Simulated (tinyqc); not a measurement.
Coherent transport through a tight-binding region between two chains, step by step. One step of it, computed by the program tinyqc.

Question. Transmission at E = 0.23 eV. Surface Green function g = (E - i sqrt(4 t^2 - E^2)) / (2 t^2); self-energy tc^2 g on each contact site; G = (E - H - Sigma)^(-1); Gamma = -2 Im Sigma; T = Gamma_L Gamma_R |G_LR|^2; local density of states -Im G_ii / pi.

H of the central region (eV):
```
[[0.000000, -1.970000],
 [-1.970000, 0.000000]]
```

Leads: semi-infinite chains with site energy 0:
```
parameter                           value
lead hopping t (eV)              2.770000
coupling to the left lead (eV)   0.280000
coupling to the right lead (eV)  1.400000
left contact site                       1
right contact site                      2
```

E = 0.230000 eV

Give: g; G; local density of states; transmission.

Answer.

g = 0.0150-0.3607i 1/eV

G (1/eV):
```
[[-0.0440-0.1853i, 0.5101+0.0222i],
 [0.5101+0.0222i, -0.0589-0.0099i]]
```

local density of states (1/eV): [0.0590, 0.0031]

transmission = 0.0208
